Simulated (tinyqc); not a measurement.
Stark shift: graded (staircase) quantum well by finite differences.

Finite differences on points z_i at the centres of cells of width h: H_ii = (c/h^2)(1/m_(i-1/2) + 1/m_(i+1/2)) + V_i, H_(i,i+1) = -(c/h^2)/m_(i+1/2), where m_(i+1/2) is the mean of the masses at the two points (the end values are repeated outwards), psi = 0 on the points beyond both ends, c = hbar^2/2m0. The field adds e F (z - z0) with z0 the middle of the structure; 1 kV/cm = 1e-5 eV/angstrom.

Constants: hbar^2/2m0 = 3.80998211 eV angstrom^2.

Values chosen for the exercise (out of a larger set: near those of a GaAs well in AlGaAs; not measured data):

| symbol | value | unit | meaning |
|---|---|---|---|
| layers | ((80, 0.138, 0.0811), (20, 0.061, 0.0729), (20, 0.015, 0.0679), (20, 0, 0.0663), (20, 0.015, 0.0679), (20, 0.061, 0.0729), (80, 0.138, 0.0811)) |  | each layer: thickness in angstrom, band edge in eV, mass in m0 |
| hf | 1.25 | angstrom | cell width of the fine grid |
| Fs | (0, 5, 10, 15, 20, 25, 30) | kV/cm | fields |

Fine grid. Perturbation theory: dE1 = e F z_11 - beta (e F)^2 with beta = sum_j z_1j^2/(E_j - E_1) over the 13 next levels at zero field, z from z0.

Levels against field:

| F (kV/cm) | E1 (eV) | E2 (eV) | dE1 (meV) | second order (meV) | <z - z0> (angstrom) | E2 - E1 (meV) |
|---|---|---|---|---|---|---|
| 0 | 0.0451 | 0.1283 | 0.00 | 0.00 | 0.0 | 83.1 |
| 5.00 | 0.0451 | 0.1282 | -0.02 | -0.02 | -0.8 | 83.1 |
| 15.0 | 0.0449 | 0.1276 | -0.18 | -0.18 | -2.3 | 82.6 |
| 20.0 | 0.0448 | 0.1270 | -0.31 | -0.31 | -3.1 | 82.2 |
| 25.0 | 0.0446 | 0.1264 | -0.49 | -0.49 | -3.9 | 81.7 |
| 30.0 | 0.0444 | 0.1255 | -0.71 | -0.70 | -4.7 | 81.1 |

Give the missing row, F (kV/cm) = 10.0.

Computed row:
```
F (kV/cm)  E1 (eV)  E2 (eV)  dE1 (meV)  second order (meV)  <z - z0> (angstrom)  E2 - E1 (meV)
10.0        0.0450   0.1280      -0.08               -0.08                 -1.6           82.9
```

z_11 = 0.00 angstrom
beta = 7807 angstrom^2/eV

At zero field the state is centred, so the shift starts as F^2; it turns linear only if the state is pulled to one side. At 30 kV/cm E1 has moved by -0.71 meV, where second order gives -0.70 meV; they differ by 0.5 % there. The electron moves by -4.7 angstrom, against the rise of the potential. From 10 kV/cm on E2 lies above the lowest point of the outer barrier, so it is a resonance or a state of the finite grid, held or pushed up by its ends. E2 - E1 shrinks with the field; the ends are 83.1 and 81.1 meV.

Run: tinyqc, `OMP_NUM_THREADS=1 python tinyqc.py 1282217 1282218 out.jsonl`; Intel(R) Xeon(R) Processor @ 2.30GHz, one thread, shared host; about 0.02 s of CPU time with all checks.
